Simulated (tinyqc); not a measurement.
Inside a calculation. Method: plane-wave Kohn-Sham cycle with exchange-only LDA in a layered model solid. One step of it, computed by the program tinyqc.

Problem. Iteration 2: Hamiltonian at one k. H(m,m') = (k + G_m)^2/2 delta + V(G_m - G_m'), with V(-G) = V(G).

A solid whose potential varies along x alone (atomic units):
```
parameter                      value
period a                   14.800000
cross-section of the cell  30.000000
electrons per cell                 2
grid points                       16
plane waves -n..n, n               3
k points                           2
V1 in V1 cos(2 pi x/a)     -0.290000
```

V(G_m), m = 0, 1, 2, ... (hartree): [-0.160213, -0.097823, 0.005523, -0.000772, 0.000240, 0.000417, 0.000118]

k = 0.250000 2 pi / a

Give: H.

Solution.

H (hartree), order -3, -2, -1, +0, +1, +2, +3:
```
[[0.5213, -0.0978, 0.0055, -0.0008, 0.0002, 0.0004, 0.0001],
 [-0.0978, 0.1158, -0.0978, 0.0055, -0.0008, 0.0002, 0.0004],
 [0.0055, -0.0978, -0.1095, -0.0978, 0.0055, -0.0008, 0.0002],
 [-0.0008, 0.0055, -0.0978, -0.1546, -0.0978, 0.0055, -0.0008],
 [0.0002, -0.0008, 0.0055, -0.0978, -0.0194, -0.0978, 0.0055],
 [0.0004, 0.0002, -0.0008, 0.0055, -0.0978, 0.2960, -0.0978],
 [0.0001, 0.0004, 0.0002, -0.0008, 0.0055, -0.0978, 0.7916]]
```
